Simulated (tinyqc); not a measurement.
# Resistance of a tapered via with liner, size effect and interface: effects of single changes

A round via whose diameter grows from db at the bottom as D(z) = db + 2 z/tan(ang). The fill, of diameter D - 2 tl, starts above the bottom liner (thickness fb tl) and has rho = rho0 (1 + ks lam/(D - 2 tl)); the sidewall liner conducts in parallel with it. The bottom liner and the interface are crossed over the full area pi db^2/4. Spreading in the lines above and below is left out.

Values chosen for this exercise; fill metal close to ruthenium:
```
symbol,value,unit,meaning
db,30,nm,diameter at the bottom
hv,110,nm,height
ang,87,degrees,sidewall angle
rho0,7.82,uohm cm,bulk resistivity of the fill
lam,6.52,nm,mean free path of the fill
ks,1.2,,size-effect factor
tl,0.4,nm,liner on the sidewall
fb,0.5,,liner at the bottom over that on the sidewall
rl,440,uohm cm,resistivity of the liner
ri,5.5e-13,ohm cm^2,interface resistivity at the bottom
Sb,1.5e15,S/m^2,"ballistic conductance per area, about 3/(4 rho0 lam)"
rho2,5.18,uohm cm,bulk resistivity of the second fill (close to molybdenum)
lam2,11,nm,its mean free path
tl2,0.1,nm,its liner
```

Each table varies one quantity; the others keep the values above.

## Via resistance against the diameter at the bottom

Slices between z0 = fb tl and hv, evaluated at their midpoints: conductance per length pi/4 [(D - 2 tl)^2/rho + (D^2 - (D - 2 tl)^2)/rl], slice resistance = slice height over that. 2000 slices. R_fill = sum of the slices; R_bottom = rl fb tl/(pi db^2/4); R_interface = ri/(pi db^2/4); ballistic (Sharvin) limit 1/(Sb pi (db - 2 tl)^2/4); ideal cylinder rho0 hv/(pi db^2/4).

Results:
```
db (nm)	R_fill (ohm)	R_bottom (ohm)	R_interface (ohm)	R (ohm)	ballistic limit (ohm)	R over ideal cylinder	largest part
6	246.2	31.12	1.945	279.2	31.39	0.9178	fill
8.3	131.2	16.26	1.017	148.4	15.09	0.9337	fill
11	76.66	9.260	0.5787	86.50	8.159	0.9557	fill
22	20.49	2.315	0.1447	22.95	1.889	1.014	fill
30	11.29	1.245	0.07781	12.61	0.9955	1.036	fill
42	5.876	0.6352	0.03970	6.551	0.5001	1.055	fill
58	3.126	0.3331	0.02082	3.480	0.2594	1.069	fill
80	1.661	0.1751	0.01094	1.847	0.1353	1.079	fill
```

Estimate the missing row, db = 16 nm.

Computed row:
```
db (nm)	R_fill (ohm)	R_bottom (ohm)	R_interface (ohm)	R (ohm)	ballistic limit (ohm)	R over ideal cylinder	largest part
16	37.63	4.377	0.2735	42.28	3.674	0.9882	fill
```

With this row back in the table: R falls from 279 to 1.85 ohm. The fill is the largest part at db = 6 and in all other rows. R goes as db^(-1.95) between the first two rows and db^(-1.97) between the last two; area alone gives -2.

## Via resistance against the height

Same model as above.

2000 slices.

The same in every row: R_bottom (ohm) = 1.245; R_interface (ohm) = 0.07781; ballistic limit (ohm) = 0.9955.

Results:
```
hv (nm)	R_fill (ohm)	R (ohm)	R over ideal cylinder	largest part
18	2.455	3.778	1.897	fill
38	4.853	6.176	1.469	fill
55	6.645	7.968	1.310	fill
79	8.861	10.18	1.165	fill
110	11.29	12.61	1.036	fill
170	14.96	16.28	0.8659	fill
240	18.11	19.43	0.7319	fill
```

Estimate the missing row, hv = 26 nm.

Computed row:
```
hv (nm)	R_fill (ohm)	R (ohm)	R over ideal cylinder	largest part
26	3.456	4.778	1.661	fill
```

With this row back in the table: R rises from 3.78 to 19.4 ohm. The fill is the largest part at hv = 18 and in all other rows. The share of the two bottom terms goes from 35.0 to 6.81 %.

## Two fill metals against the diameter

2000 slices. R_fill = sum of the slices; R_bottom = rl fb tl/(pi db^2/4); R_interface = ri/(pi db^2/4). The second fill has rho2, lam2 and tl2 in place of rho0, lam and tl.

Two fill metals against the diameter:
```
db (nm)	R, first fill (ohm)	R, second fill (ohm)	ratio second/first
6	279.23	190.93	0.68376
8.5	141.79	98.438	0.69426
12	73.254	50.903	0.69487
17	37.648	25.965	0.68966
24	19.411	13.228	0.68150
35	9.3467	6.2754	0.67140
49	4.8454	3.2108	0.66266
70	2.4038	1.5731	0.65443
100	1.1882	0.76946	0.64759
```

The ratio goes from 0.684 to 0.648. The second fill gives the lower R in every row.

Numbers from tinyqc (`OMP_NUM_THREADS=1 python tinyqc.py 2750029 2750030 out.jsonl`; about 0.01 s on one thread of a shared Intel Xeon 2.30GHz).
